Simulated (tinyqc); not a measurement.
# Changing the barrier height phi_B

Model: specific resistance of a metal-semiconductor contact and its transmission-line measurement. Computed by tinyqc, a small Python program. Command: `OMP_NUM_THREADS=1 python tinyqc.py 3014904 3014905 out.jsonl contact sweep`. One thread of a shared host (Intel(R) Xeon(R) Processor @ 2.30GHz), about 0.02 s of CPU time with the checks.

The barrier is parabolic (depletion approximation), energies E are normal energies counted from the band edge in the neutral semiconductor (downwards for holes), and the bias is zero. xi is an input, held fixed when other inputs move.

Inputs (values chosen for the exercise, modelled on n-type germanium):

| quantity | value | unit |
|---|---|---|
| tunnelling mass m | 0.12 | m_0 |
| permittivity eps | 16 | - |
| Richardson constant A* | 137 | A/(cm^2 K^2) |
| doping N | 1.3e+20 | 1/cm^3 |
| Fermi level above the band edge in the bulk, xi | 0.16 | eV |
| temperature T | 400 | K |

Image-force lowering: left out.

Constants: hbar = 1.054571817e-34 J s; eps_0 = 8.8541878128e-12 F/m; m_0 = 9.1093837015e-31 kg; k_B = 8.617333262e-05 eV/K; e = 1.602176634e-19 C.

Method:
- E_00 = (e hbar/2) sqrt(N/(eps eps_0 m)); band bending E_b = phi_B + xi; depletion width w = sqrt(2 eps eps_0 E_b/(e^2 N)).
- WKB transmission for E < E_b, with a = E/E_b: D = exp{-(E_b/E_00) [sqrt(1 - a) - a ln((1 + sqrt(1 - a))/sqrt(a))]}; D = 1 above.
- At zero bias 1/rho_c = (e A*/k_B^2) int D(E) f(E) dE, f = 1/(1 + exp((E - xi)/k_B T)); 200 Gauss-Legendre points from 0 to E_b, and k_B T ln(1 + exp((xi - E_b)/k_B T)) for the part above the barrier; the share of tunnelling is the part below.

One run for each value:

| barrier height phi_B (eV) | specific contact resistance rho_c (ohm cm^2) | share of tunnelling (%) | depletion width (nm) |
|---|---|---|---|
| 0.10 | 6.8053e-10 | 97.68 | 1.8807 |
| 0.23 | 1.3102e-09 | 99.89 | 2.3033 |
| 0.35 | 2.5277e-09 | 99.99 | 2.6340 |
| 0.47 | 5.0073e-09 | 100.00 | 2.9275 |
| 0.60 | 1.0701e-08 | 100.00 | 3.2154 |
| 0.72 | 2.1834e-08 | 100.00 | 3.4599 |
| 0.85 | 4.7734e-08 | 100.00 | 3.7067 |
| 0.97 | 9.8935e-08 | 100.00 | 3.9207 |
| 1.10 | 2.1918e-07 | 100.00 | 4.1401 |

What does the table show, and why?

Over the rows, specific contact resistance rho_c (ohm cm^2) rises from 6.81e-10 to 2.19e-7 (exponent d ln y / d ln x 0.79 between the first rows and 6.3 between the last); share of tunnelling (%) rises from 97.7 to 100; depletion width (nm) rises from 1.88 to 4.14 (exponent d ln y / d ln x 0.24 between the first rows and 0.43 between the last). Between the last rows rho_c rises one decade per 376 meV, against ln(10) k_B T = 79 meV for pure thermionic emission and ln(10) E_00 coth(E_00/k_B T) = 352 meV with tunnelling.
